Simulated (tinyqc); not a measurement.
## Gate voltage for a wanted density

Question. A HEMT has a barrier of thickness d, permittivity eb and off voltage Voff; energies are counted from the channel band edge at the interface. F = q (eta ns + Nb)/(eps0 ec) in eV/nm; E_k = a_k (C F^2/me)^(1/3), a_0 = 2.338107, a_1 = 4.087949, C = hbar^2/(2 m0); D = me m0 q/(pi hbar^2); ns = D Vt [ln(1 + exp((EF - E_0)/Vt)) + ln(1 + exp((EF - E_1)/Vt))], which gives EF = E_0 + Vt ln{2 s/[(1 + u) + sqrt((1 + u)^2 + 4 u s)]} with s = exp(ns/(D Vt)) - 1, u = exp((E_0 - E_1)/Vt). Charge control: ns + Nb = eps0 eb (Vg - Voff - EF)/(q d). Find E_0, E_1, EF and the Vg that gives this ns.

Inputs (values chosen for the exercise); material values close to those of AlGaN on GaN:
```
symbol  value   unit                                         meaning
T         300      K                                     temperature
d          18     nm                               barrier thickness
me       0.21     m0                    electron mass in the channel
ec       9.73                   relative permittivity of the channel
eta       0.6         share of ns that counts in the confining field
Nb          0  cm^-2                  depletion charge of the buffer
```

Constants: q = 1.602176634e-19 C, kB = 1.380649e-23 J/K, hbar = 1.054571817e-34 J s, m0 = 9.1093837015e-31 kg, Vt = kB T/q, eps0 = 8.8541878128e-14 F/cm where lengths are in cm, hbar^2/(2 m0) = 0.0380998212 eV nm^2. Results are converted to the units shown.

ns = 7.6e12 cm^-2
eb = 9.6271000
Voff = -2.3344926 V

Answer. In this direction nothing needs iterating: ns fixes the field, the levels and EF, and the charge-control relation gives Vg.

E_0 = 0.2555 eV
E_1 = 0.4467 eV
EF = 0.3408 eV
Vg = 0.5776 V

Program tinyqc, `OMP_NUM_THREADS=1 python tinyqc.py 2180018 2180019 out.jsonl`; Intel Xeon 2.30GHz, shared host, one thread, about 0.01 s.
